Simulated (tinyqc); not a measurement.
## Fully depleted semiconductor-on-insulator film with two gates, non-linear Poisson equation by Newton steps: threshold and coupling against the back-gate voltage

One dimension across the film, front interface at x = 0, back interface at x = ts. psi is counted from the intrinsic level, n = ni exp(psi/Vt) (source grounded), holes neglected, acceptors ionised. Gates act through Cox = eps0 eox/tox and Cbox = 3.9 eps0/tb with potentials G1 = Vg - (phiM - chi - Vt ln(Nc/ni)) and G2 = Vb - (phiB - chi - Vt ln(Nc/ni)). Classical Boltzmann densities, no interface charge, no depletion in the back plane.

ni = sqrt(Nc Nv) exp(-Eg/(2 Vt)), Eg in volts. The Poisson equation eps0 eps_r d2psi/dx2 = q (n + Na), with -eps0 eps_r dpsi/dx = Cox (G1 - psi) at x = 0 and eps0 eps_r dpsi/dx = Cbox (G2 - psi) at x = ts, is solved on 300 equal intervals with half boxes at both ends; N_inv is the trapezoid sum of n. VT is the Vg for N_inv = 1e11 cm^-2; -dVT/dVb from the linearised equation. Limits with Cs = eps0 eps_r/ts: front channel Cs Cbox/(Cox (Cs + Cbox)), back channel Cbox (Cox + Cs)/(Cox Cs). Swing at N_inv = 1e8 cm^-2.

Parameters, values chosen for the exercise; band and dielectric values close to those of silicon:
- T = 300 K (temperature)
- Eg = 1.1 eV (band gap)
- eps_r = 11.5 (relative permittivity)
- Nc = 2.81e19 cm^-3 (conduction-band density of states at T)
- Nv = 2.62e19 cm^-3 (valence-band density of states at T)
- chi = 4.09 eV (electron affinity)
- eox = 24.6 (relative permittivity of the gate insulator (close to zirconium oxide))
- tox = 3 nm (insulator thickness)
- ts = 16 nm (film thickness)
- tb = 34 nm (buried-oxide thickness (eps_r 3.9))
- Na = 1.8e17 cm^-3 (acceptor density of the film)
- phiM = 4.78 eV (work function of the front gate)
- phiB = 5.14 eV (work function of the back plane)

Constants: q = 1.602176634e-19 C, kB = 1.380649e-23 J/K, Vt = kB T/q, eps0 = 8.8541878128e-14 F/cm where lengths are in cm. Results are converted to the units shown.

The same in every row: front-channel limit = 0.0121; back-channel limit = 0.174.

Result of one run:
```
Vb (V)  VT (V)  centroid/ts at VT  -dVT/dVb  swing (mV/decade)
-2.25    0.657             0.0507    0.0191               60.7
```

What becomes of these results when the back-gate voltage Vb is changed from -2.25 to 2.25 V, all else the same?

Result of the changed run:
```
Vb (V)  VT (V)  centroid/ts at VT  -dVT/dVb  swing (mV/decade)
2.25     0.422              0.848     0.143               68.6
```

The whole series:
```
Vb (V)  VT (V)  centroid/ts at VT  -dVT/dVb  swing (mV/decade)
-3       0.670             0.0420    0.0179               60.6
-2.25    0.657             0.0507    0.0191               60.7
-1.5     0.642             0.0641    0.0209               60.8
-0.75    0.625             0.0876    0.0242               61.1
0        0.604              0.140    0.0314               61.7
0.75     0.574              0.301    0.0531               63.8
1.5      0.517              0.639     0.103               67.2
2.25     0.422              0.848     0.143               68.6
3        0.309              0.912     0.156               69.1
```

As Vb goes from -3 to 3, VT falls from 0.670 to 0.309 V, the centroid rises from 0.0420 to 0.912 of ts and -dVT/dVb rises from 0.0179 to 0.156. The coupling covers 3.61 % of the way from the front-channel to the back-channel limit in the first row and 89.4 % in the last. A positive back bias draws the electrons to the back interface, where the back gate has more leverage and the front gate less, so the swing worsens.

Numbers from tinyqc (`OMP_NUM_THREADS=1 python tinyqc.py 2190004 2190005 out.jsonl`; about 0.4 s on one thread of a shared Intel Xeon 2.30GHz).
